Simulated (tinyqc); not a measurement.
From folded lines to real minibands: band folding and unfolding in a supercell of a chain.

A chain with hopping -t and n = 2 sites a supercell. H(K) has v_j on the diagonal, -t between neighbours and -t exp(2 pi i K) on the bond that closes the cell (from the last site to the first of the next cell). The point K holds the n wave vectors k_m = (K + m)/n of the primitive zone, in 2 pi/a, m = 0 to n - 1, with E0 = -2t cos(2 pi k_m). The unfolding weight of a state c on k_m is |sum_j c_j exp(-2 pi i k_m j)|^2/n, j = 0 to n - 1.

Parameters, chosen for this exercise:
- t = 1.7 eV (hopping)
- v = (1.6, 0) eV (site energies in the supercell)
- Kq = 0.19 2 pi/(n a) (wave vector in the small zone)

The potential is scaled by x. For the lowest level at K: energy, second-order estimate E0(k_0) + x V_0 - x^2 sum_m |V_m|^2/(E0(k_m) - E0(k_0)), weight on k_0, and width of the lowest miniband between K = 0 and 1/2.

Lowest level:
```
x      E (eV)  second order (eV)  weight on k_0  miniband width (eV)
0.00  -2.8121            -2.8121          1.000               3.4000
0.50  -2.4404            -2.4405          0.995               3.0234
1.00  -2.1237            -2.1259          0.981               2.6928
1.50  -1.8574            -1.8681          0.960               2.4056
2.00  -1.6354            -1.6673          0.935               2.1577
3.00  -1.2970            -1.4362          0.880               1.7617
4.00  -1.0600            -1.4328          0.830               1.4690
```

Give the missing row, x = 0.25.

Computed row:
```
x      E (eV)  second order (eV)  weight on k_0  miniband width (eV)
0.25  -2.6192            -2.6192          0.999               3.2059
```

Second order is -2.2 meV off at x = 1 and -139 meV at x = 3. The weight on the parent k falls to 0.98 at x = 1 and 0.83 at x = 4, and the miniband narrows from 3.400 to 1.469 eV as the state gathers on the low sites. While the weight stays near one the primitive band is still the right picture and the folded copies carry little spectral weight.

(tinyqc, `OMP_NUM_THREADS=1 python tinyqc.py 1452597 1452598 out.jsonl`, Intel(R) Xeon(R) Processor @ 2.30GHz, 1 thread, shared host, about 0.01 s.)
